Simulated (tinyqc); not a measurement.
Band offset of a heterojunction with an interface dipole (two-band chains, self-consistent charge): one step. The line-up. Four cases, with inputs chosen for the exercise.

Task: Ev(right) - Ev(left) = D - (G2 - G1)/2 and Ec(right) - Ec(left) = D + (G2 - G1)/2, for D0, for the self-consistent D and for D = 0. Type I: the offsets have opposite signs; type III: one valence edge lies above the other conduction edge; else type II.

Case 1.

Values chosen (out of a larger set: gaps near those of InGaAs and InP; the chains and D0 are free models, so the offsets are not those of the real pair; not measured data): G1 = 0.72 eV (gap on the left); G2 = 1.4 eV (gap on the right); D0 = 0.23 eV (mid-gap of the right side above that of the left, without dipole).

D = 0.094827 eV

Case 2.

Values chosen (out of a larger set: gaps near those of InGaAs and InP; the chains and D0 are free models, so the offsets are not those of the real pair; not measured data): G1 = 0.75 eV (gap on the left); G2 = 1.32 eV (gap on the right); D0 = -0.52 eV (mid-gap of the right side above that of the left, without dipole).

D = -0.299578 eV

Case 3.

Values chosen (out of a larger set: gaps near those of GaN and AlN; the chains and D0 are free models, so the offsets are not those of the real pair; not measured data): G1 = 3.34 eV (gap on the left); G2 = 5.88 eV (gap on the right); D0 = 1.42 eV (mid-gap of the right side above that of the left, without dipole).

D = 1.122566 eV

Case 4.

Values chosen (out of a larger set: gaps near those of SiC and SiO2; the chains and D0 are free models, so the offsets are not those of the real pair; not measured data): G1 = 3.29 eV (gap on the left); G2 = 8.61 eV (gap on the right); D0 = -0.5 eV (mid-gap of the right side above that of the left, without dipole).

D = -0.456802 eV

Give: Offsets (eV).

Result:

Case 1.

Offsets (eV):
```
case                           D  valence  conduction                 type
no dipole                  0.230   -0.110       0.570  type I (straddling)
self-consistent            0.095   -0.245       0.435  type I (straddling)
neutrality levels aligned  0.000   -0.340       0.340  type I (straddling)
```

The dipole shifts both offsets alike and leaves the type.

Case 2.

Offsets (eV):
```
case                            D  valence  conduction                 type
no dipole                  -0.520   -0.805      -0.235  type II (staggered)
self-consistent            -0.300   -0.585      -0.015  type II (staggered)
neutrality levels aligned   0.000   -0.285       0.285  type I (straddling)
```

The dipole shifts both offsets alike and leaves the type.

Case 3.

Offsets (eV):
```
case                           D  valence  conduction                 type
no dipole                  1.420    0.150       2.690  type II (staggered)
self-consistent            1.123   -0.147       2.393  type I (straddling)
neutrality levels aligned  0.000   -1.270       1.270  type I (straddling)
```

The dipole changes the type of the junction.

Case 4.

Offsets (eV):
```
case                            D  valence  conduction                 type
no dipole                  -0.500   -3.160       2.160  type I (straddling)
self-consistent            -0.457   -3.117       2.203  type I (straddling)
neutrality levels aligned   0.000   -2.660       2.660  type I (straddling)
```

The dipole shifts both offsets alike and leaves the type.

Computed by tinyqc, one run a case: `OMP_NUM_THREADS=1 python tinyqc.py N N+1 out.jsonl` with N = 1482486, 1482652, 1482751, 1482755; one thread of a shared Intel(R) Xeon(R) Processor @ 2.30GHz, about 0.5 s a run at most.
